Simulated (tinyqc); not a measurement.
Vacuum evaporation: vapour pressure, source flux, thickness distribution, purity and step coverage: one step, computed by the program tinyqc. Command: `OMP_NUM_THREADS=1 python tinyqc.py 3111156 3111157 out.jsonl evap walk`. One thread of a shared host (Intel(R) Xeon(R) Processor @ 2.30GHz), about 0.01 s of CPU time with the checks.

Molecular flow, unit sticking of the metal, no re-evaporation. The background gas is taken as water vapour (18.015 g/mol, collision diameter 0.37 nm) at 300 K.

Task: Rate and uniformity on a fixed wafer above the source. A small source emits (n + 1) Phi area cos^n(phi)/(2 pi) per solid angle; on a parallel plane at height h and lateral distance l the arrival rate is (n + 1) Phi area/(2 pi h^2) x (1 + (l/h)^2)^(-(n + 3)/2). Growth rate = arrival rate x m/rho, m = M u. The wafer is fixed and centred above the source.

Inputs (values chosen for the exercise, modelled on germanium, with constants for the liquid):

| quantity | value | unit |
|---|---|---|
| molar mass M | 72.63 | g/mol |
| film density rho | 5.32 | g/cm^3 |
| source temperature T | 1690 | K |
| source area | 0.24 | cm^2 |
| directionality n | 4 | - |
| source-to-wafer distance h | 45 | cm |
| wafer radius R | 7.5 | cm |

flux Phi = 1.264857e+18 1/(cm^2 s)

Constants: u = 1.6605390666e-27 kg.

Give: arrival rate at the centre; growth rate at the centre; edge over centre; non-uniformity (max - min)/(max + min); share of the material that lands on the wafer, 1 - (1 + (R/h)^2)^(-(n + 1)/2).

Result:

arrival rate at the centre = 1.1929e+14 1/(cm^2 s)

growth rate at the centre = 0.027044 nm/s

edge over centre = 0.90856

non-uniformity (max - min)/(max + min) = 4.7911 %

share of the material that lands on the wafer, 1 - (1 + (R/h)^2)^(-(n + 1)/2) = 6.6204 %
